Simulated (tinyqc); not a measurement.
What each parameter does: strained quantum well: band edges, subbands and transparency.

Growth on (001), barriers unstrained: tr(e) = e (2 - nu2), Z = b e (1 + nu2); Ec = Ev + Eg + ac tr(e), E_HH = Ev + av tr(e) + Z, E_LH = Ev + av tr(e) - Z (coupling to the split-off band left out).

Masses along z: me, 1/(g1 - 2 g2) for HH, 1/(g1 + 2 g2) for LH, likewise in the barrier; in the plane me, 1/(g1 + g2) for HH and 1/(g1 - g2) for LH (no mixing, which understates the hole masses away from k = 0). Level n solves k L + 2 atan[(k/m)/(kappa/mb)] = n pi, k = sqrt(m E/c), kappa = sqrt(mb (V - E)/c), c = hbar^2/2m0.

Transparency (Bernard-Duraffourg): Fc - Fv equals the lowest transition energy with n = p, n = sum m/(2 pi c) kB T ln(1 + exp((Fc - E)/kB T)) and p likewise over the listed subbands; c = hbar^2/2m0, 1/angstrom^2 = 1e16/cm^2.

Constants: hbar^2/2m0 = 3.80998211 eV angstrom^2; kB = 8.617333262e-05 eV/K; hc = 1239.841984 eV nm.

Values chosen for the exercise (near those of an InGaAs/InP well; not measured data):
- e = 0.0011 (strain in the plane)
- nu2 = 0.995 (2 C12/C11)
- Eg = 0.735 eV (unstrained gap of the well)
- Ev = -0.596 eV (its valence edge)
- ac = -6.08 eV
- av = 1.08 eV (Ev moves by av tr(e))
- b = -1.9 eV (shear potential)
- Egb = 1.349 eV (gap of the barrier)
- Evb = -0.94 eV (its valence edge)
- L = 96 angstrom (well width)
- me = 0.0434 m0 (electron mass)
- g1 = 13.75 (gamma1)
- g2 = 5.41 (gamma2)
- meb = 0.08 m0
- g1b = 5.08
- g2b = 1.6
- T = 350 K (temperature)

Edge wavelength, hh1 - lh1 and n_tr. Each row changes one parameter from the base and keeps the others.

Results:
```
case             wavelength (nm)  hh1 - lh1 (meV)  n_tr (1e12/cm^2)
base                      1584.9             23.9             0.662
L = 88 angstrom           1571.6             27.4             0.636
e = -0.0009               1572.4             38.6             0.619
Eg = 0.715 eV             1624.4             23.9             0.661
b = -2.18 eV              1583.6             22.7             0.666
ac = -5.47 eV             1583.6             23.9             0.662
me = 0.0477 m0            1588.1             23.9             0.703
g1 = 14.58                1581.3             22.6             0.637
T = 390 K                 1584.9             23.9             0.763
```

The largest shifts from the base row, up to three for each result and ties (the steps differ in size, so this ranks the rows, not the parameters). wavelength (nm): Eg +39.5, L -13.3, e -12.5; unchanged at the printed digits by T. hh1 - lh1 (meV): e +14.8, L +3.5, g1 -1.3; unchanged at the printed digits by Eg, ac, me and T. n_tr (1e12/cm^2): T +0.101, e -0.043, me +0.041; unchanged at the printed digits by ac.

Computed by tinyqc, a small Python program: `OMP_NUM_THREADS=1 python tinyqc.py 1252419 1252420 out.jsonl` (the numbers bound the seed that draws the inputs); one thread of a shared host (Intel(R) Xeon(R) Processor @ 2.30GHz), about 0.01 s for the whole set of steps.
